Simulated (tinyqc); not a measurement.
Inside a calculation. Model: interdiffusion of a quantum well during annealing: blurred potential and shift of the confined levels. Computed by tinyqc, a small Python program that keeps every step. Command: `OMP_NUM_THREADS=1 python tinyqc.py 3031344 3031345 out.jsonl qwi walk`. One thread of a shared host (Intel(R) Xeon(R) Processor @ 2.30GHz), about 0.07 s of CPU time with the checks. Intermediate numbers are printed to about 6 digits and carried at full precision; extremes and crossings named in words are read from the listed rows.

A square well of width w is blurred by Fick diffusion with a constant coefficient; band offsets are linear in composition, masses are uniform, and strain and excitons are ignored.

Inputs (values chosen for the exercise, modelled on GaAs in AlGaAs):
```
quantity                value    unit
well width w               12      nm
electron mass m_e      0.0644     m_0
hole mass m_h           0.398     m_0
conduction offset V_c    0.28      eV
valence offset V_v       0.17      eV
prefactor D0             1800  cm^2/s
activation energy E      3.81      eV
anneal temperature T      810       C
anneal time t              18       s
```

Constants: k_B = 8.617333262e-05 eV/K; hbar^2/(2 m_0) = 3.80998212 eV angstrom^2.

## Diffusion length

D = D0 exp(-E/(k_B T)); L = sqrt(D t); share of well material at the centre erf(w/(4L)); 1 nm = 1e-7 cm. Temperatures in kelvin are T(C) + 273.15.

diffusivity D = 3.37101e-15 cm^2/s

diffusion length L = 2.46329 nm

ratio L/w = 0.205275

share at the centre = 0.914993

Caution: so large a prefactor D0 is not a material value; it only sets the diffusion length of the exercise.

## Levels before the anneal

Square well, ground state: take the lowest root of k tan(k w/2) = kappa, k^2 = E/c, kappa^2 = (V - E)/c, c = hbar^2/(2m) with hbar^2/(2 m_0) in eV angstrom^2.

electron level before the anneal = 26.1097 meV

hole level before the anneal = 5.17754 meV

Caution: the well mass is used in the barriers too; a heavier barrier mass would lower these levels.

## Levels after the anneal

With L = sqrt(D t) and the share at the centre erf(w/(4L)). After the anneal: V(z) = V {1 - (1/2)[erf((w/2 - z)/(2L)) + erf((w/2 + z)/(2L))]}, energies counted from the original well bottom. Finite differences on 3000 points over |z| < w/2 + 6L + 25 nm; shifts are taken against the same grid with cell-averaged square steps. Rise of the bottom = V (1 - share at the centre). Overlap = |<electron|hole>|^2.

shift of the electron level = 42.619 meV

shift of the hole level = 23.61 meV

blue shift of the transition = 66.229 meV

rise of the gap at the centre = 38.2533 meV

overlap = 0.942

The centre has taken up barrier material, which carries much of the shift.

## Shift against diffusion length

First-order estimate for small L: the shift is 2 L^2 V |d(psi^2)/dz| at an edge, with psi the normalised square-well state: psi^2 = cos^2(k z)/(w/2 + 1/kappa) inside, so |d(psi^2)/dz| = k sin(k w)/(w/2 + 1/kappa).

Shifts (meV):
```
L/w   L (nm)  share at the centre  electron     hole      sum  first-order sum
0.02    0.24                    1     0.482    0.199    0.682         0.755075
0.04    0.48                    1     1.816    0.727    2.543          3.02030
0.07    0.84             1.000000      5.26    2.117    7.377          9.24967
0.1      1.2             0.999593    10.491    4.445   14.936          18.8769
0.15     1.8             0.981578    23.458   11.423   34.881          42.4730
0.2      2.4             0.922900    40.671   22.317   62.988          75.5075
0.3      3.6             0.761407    77.038   47.144  124.182          169.892
0.45     5.4             0.567942   118.914   76.042  194.955          382.257
0.7      8.4             0.386495   159.377  103.524    262.9          924.967
1         12             0.276326   184.876  120.523  305.399          1887.69
```

The sum grows as L^1.90 between the first rows (L^2, linear in time, in first order) and as L^0.42 between the last, as it bends towards the limit V_c + V_v less the original levels, 418.7 meV. The first-order form is off by +11 % in the first row and +26 % at L/w = 0.1; it needs L well below the decay length 1/kappa. At L/w = 0.2 the electron level has moved by the larger share of its offset (13.1 % for the hole, 14.5 % for the electron).

Checks made by the program: finite differences against the square-well equation (relative difference 2e-05).
